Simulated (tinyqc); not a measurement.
Which roughness does what: X-ray reflectivity of a thin film on silicon: critical angles, Parratt recursion, fringes and roughness. Computed by tinyqc, a small Python program. Command: `OMP_NUM_THREADS=1 python tinyqc.py 3120984 3120985 out.jsonl xrr walk`. One thread of a shared host (Intel(R) Xeon(R) Processor @ 2.30GHz), about 0.01 s of CPU time with the checks.

n = 1 - delta + i beta; the classical electron radius is r_e = 2.8179403e-6 nm. Layer 0 is vacuum, 1 the film, 2 the substrate.

Inputs (values chosen for the exercise, modelled on Al2O3 on silicon, copper K-alpha radiation):
```
quantity                                        value     unit
wavelength lambda                             0.15406       nm
film density rho                                 3.27   g/cm^3
effective electrons per unit mass, film         0.487    mol/g
beta/delta, film                                0.012        -
film thickness d                                 29.4       nm
roughness of the surface sigma_1                 0.23       nm
roughness of the interface sigma_2               0.73       nm
substrate density                                2.33   g/cm^3
effective electrons per unit mass, substrate    0.507    mol/g
beta/delta, substrate                           0.023        -
grazing angle theta                              1.93  degrees
```

Constants: N_A = 6.02214076e+23 1/mol.

Method:
- delta = r_e lambda^2 rho_e/(2 pi), rho_e = density x electrons per mass x N_A; critical angle sqrt(2 delta), q_c = 4 sqrt(pi r_e rho_e).
- k_j = (2 pi/lambda) sqrt(sin^2 theta - 2 delta_j + 2 i beta_j); r_ij = (k_i - k_j)/(k_i + k_j) x exp(-2 k_i k_j sigma^2) (Nevot-Croce); r = (r_01 + r_12 p)/(1 + r_01 r_12 p), p = exp(2 i k_1 d); R = |r|^2.
- Far above the critical angle the period is d theta = lambda/(2 d), or 2 pi/d in q; the envelope runs between (|r_01| - |r_12 p|)^2 and (|r_01| + |r_12 p|)^2; contrast = 2 a b/(a^2 + b^2) with a = |r_01|, b = |r_12 p|; roughness factors on the amplitudes are about exp(-q^2 sigma^2/2).
- R is averaged over one period above each angle (64 points); contrast = (max - min)/(max + min) of R theta^4 over that period. Cases: smooth; only sigma_1; only sigma_2; both.

period in theta = 0.150119 degrees

Constants:
```
layer      rho_e (1/nm^3)        delta         beta  critical angle (degrees)  q_c (1/nm)
film              959.020  1.02084e-05  1.22501e-07                  0.258891    0.368565
substrate         711.402  7.57263e-06  1.74170e-07                  0.222977    0.317437
```

Mean R and contrast:
```
theta (degrees)    R smooth  contrast  R, sigma_1  contrast, sigma_1  R, sigma_2  contrast, sigma_2     R, both  contrast, both
0.8              5.7409e-04   0.49434  5.3437e-04            0.51776  5.5672e-04         3.4407e-01  5.1687e-04         0.36184
1.2              1.1561e-04   0.48323  9.8327e-05            0.51198  1.1129e-04         2.2144e-01  9.3950e-05         0.23114
1.8              2.4360e-05   0.48263  1.7173e-05            0.55280  2.3238e-05         8.2319e-02  1.6016e-05         0.08474
2.5              6.8955e-06   0.48267  3.6167e-06            0.64375  6.4889e-06         1.6266e-02  3.2075e-06         0.04457
3.5              1.8762e-06   0.48250  5.7623e-07            0.82184  1.7375e-06         6.0145e-04  4.4506e-07         0.05655
```

What follows from these numbers?

At 2.5 degrees sigma_1 alone multiplies the mean R by 0.52 and sigma_2 alone by 0.94; the contrast goes from 0.48 (smooth) to 0.64 and 0.02.
